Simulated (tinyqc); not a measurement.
Worked calculation: FCI on RHF in the sto-6g basis, frozen core, for BeH+, spin multiplicity 1. One step of it, computed by the program tinyqc.

Question. Orthogonalisation. S = U s U^T; symmetric (Loewdin) form X = U s^(-1/2) U^T, so that X^T S X = 1.

overlap S, lower triangle:
```
           1Be 1s    1Be 2s   1Be 2px   1Be 2py   1Be 2pz     2H 1s
1Be 1s   1.000000
1Be 2s   0.254764  1.000000
1Be 2px  0.000000  0.000000  1.000000
1Be 2py  0.000000  0.000000  0.000000  1.000000
1Be 2pz  0.000000  0.000000  0.000000  0.000000  1.000000
2H 1s    0.068661  0.451856  0.000000  0.000000  0.518868  1.000000
```

Give: eigenvalues of S; X.

Answer.

eigenvalues of S: 0.3041  0.7970  1.0000  1.0000  1.1696  1.7293

X, lower triangle:
```
          1Be 1s   1Be 2s  1Be 2px  1Be 2py  1Be 2pz   2H 1s
1Be 1s    1.0264
1Be 2s   -0.1418   1.1510
1Be 2px   0.0000   0.0000   1.0000
1Be 2py   0.0000   0.0000   0.0000   1.0000
1Be 2pz  -0.0101   0.1415   0.0000   0.0000   1.1596
2H 1s     0.0184  -0.3407   0.0000   0.0000  -0.3856  1.2815
```
